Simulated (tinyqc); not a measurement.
Worked calculation: density of states of one tight-binding band on the simple cubic lattice. Values are carried at full precision from step to step, so a last printed digit may differ when a step is redone from the rounded ones.

E(k) = -2 t (c1 + c2 + c3) - 4 t2 (c1 c2 + c2 c3 + c3 c1) with ci = cos(2 pi ki); k in fractions of the reciprocal vectors, mesh k_i = j/N with j = 0 .. N-1. Densities are per cell and per spin, so the band holds one state.

Inputs chosen for the exercise:
- t = 1.74 eV (nearest hopping)
- t2 = 0 eV (second hopping)
- N = 6 (mesh points along each axis)
- bins = 8 (bins of the histogram)
- E_lo = -10.513 eV (lower end of the histogram)
- E_hi = 10.517 eV (upper end)
- E = 6.49 eV (energy at which the density is wanted)
- sigma = 0.87 eV (Gaussian width)

## Energies on the mesh

Evaluate the band at all 216 points and collect equal values.

Distinct energies:
```
E_k (eV)  points
-10.4400       1
-8.7000        6
-6.9600       12
-5.2200       14
-3.4800       27
-1.7400       36
0.0000        24
1.7400        36
3.4800        27
5.2200        14
6.9600        12
8.7000         6
10.4400        1
```

The 216 points give 13 distinct energies between -10.4400 and 10.4400 eV; a dense mesh gives a band from -10.440 to 10.440 eV.

## Histogram

Count the points in equal bins from E_lo to E_hi; g = count/(all points x bin width).

Histogram:
```
from (eV)  to (eV)  points  g (1/eV)
-10.5130   -7.8842       7    0.0123
-7.8842    -5.2555      12    0.0211
-5.2555    -2.6267      41    0.0722
-2.6267     0.0020      60    0.1057
0.0020      2.6307      36    0.0634
2.6307      5.2595      41    0.0722
5.2595      7.8883      12    0.0211
7.8883     10.5170       7    0.0123
```

Empty bins: 0 of 8; the fullest holds 60 points.

## Gaussian broadening at one energy

Gaussian broadening: g(E) = mean over the mesh of exp(-(E - E_k)^2/(2 sigma^2))/(sigma sqrt(2 pi)), n(E) = mean of erfc((E_k - E)/(sigma sqrt 2))/2.

Sum over the distinct energies with their counts.

n(E) = 0.9238
g(E) = 0.0329 1/eV

## One tetrahedron of the mesh

For corner energies e1 <= e2 <= e3 <= e4 and eij = ei - ej, the share of the tetrahedron below E is n = (E - e1)^3/(e21 e31 e41) for e1 < E < e2; n = [e21^2 + 3 e21 x + 3 x^2 - (e31 + e42) x^3/(e32 e42)]/(e31 e41) with x = E - e2 for e2 < E < e3; n = 1 - (e4 - E)^3/(e41 e42 e43) for e3 < E < e4; its density of states is g = dn/dE.

corner energies, sorted (eV): [1.7400, 3.4800, 5.2200, 6.9600]

Find its share below E and its density of states at E.

n = 0.9967
g = 0.0210 1/eV

E lies between corners 3 and 4.

## Sum over all linear tetrahedra

Each cube of the mesh, corners numbered 0 to 7 as the binary number (i j l), is cut into six tetrahedra around the diagonal 0-7: 0137, 0157, 0237, 0267, 0457, 0467. For corner energies e1 <= e2 <= e3 <= e4 and eij = ei - ej, the share of the tetrahedron below E is n = (E - e1)^3/(e21 e31 e41) for e1 < E < e2; n = [e21^2 + 3 e21 x + 3 x^2 - (e31 + e42) x^3/(e32 e42)]/(e31 e41) with x = E - e2 for e2 < E < e3; n = 1 - (e4 - E)^3/(e41 e42 e43) for e3 < E < e4; its density of states is g = dn/dE.

Average n and g over all pieces of the mesh. The reference uses the same method with N = 36.

n(E) = 0.9467
g(E) = 0.0297 1/eV
reference n(E) = 0.930
reference g(E) = 0.031 1/eV

On this mesh the linear method errs by -0.001 1/eV in g and +0.017 in n; the Gaussian sum erred by +0.002 and -0.006.

## Checks

- States below the top of the band by the linear method against one: both 1.000000.

Run: tinyqc, `OMP_NUM_THREADS=1 python tinyqc.py 1680290 1680291 out.jsonl`; Intel(R) Xeon(R) Processor @ 2.30GHz, one thread, shared host; about 0.2 s of CPU time with all checks.
